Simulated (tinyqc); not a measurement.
Permeation of metal atoms or ions through a thin barrier or dielectric: time lag, field-aided drift and lifetime: one step, computed by the program tinyqc. Command: `OMP_NUM_THREADS=1 python tinyqc.py 3007383 3007384 out.jsonl barrier walk`. One thread of a shared host (Intel(R) Xeon(R) Processor @ 2.30GHz), about 0.01 s of CPU time with the checks.

The film 0 < x < d is empty at first; C = C0 at x = 0 and C = 0 at x = d. dC/dt = D d2C/dx2 - v dC/dx with drift v = D z e V/(k_B T d) (uniform field, no space charge).

Question. Steady flux and time lag. Steady flux J = (D C0/d) P/(1 - exp(-P)); time lag in units of d^2/D: s_L = [P (1 + exp(-P))/(1 - exp(-P)) - 2]/P^2 (P = 0: J = D C0/d, s_L = 1/6).

Inputs (values chosen for the exercise, for a model case: singly charged ions through a dielectric): thickness d = 22 nm; concentration at the source side C0 = 3.6e+14 1/cm^3; test temperature T = 150 C.

Peclet number P = -1.398630

diffusivity D = 6.761881e-16 cm^2/s

time scale d^2/D = 7157.771 s

Give: flux relative to D C0/d; steady flux J; time lag s_L; time lag.

Answer.

flux relative to D C0/d = 0.4586

steady flux J = 50746 1/(cm^2 s)

time lag s_L = 0.1615

time lag = 1156 s

The field opposes the ions and cuts the flux; the lag is the same as for the opposite sign.
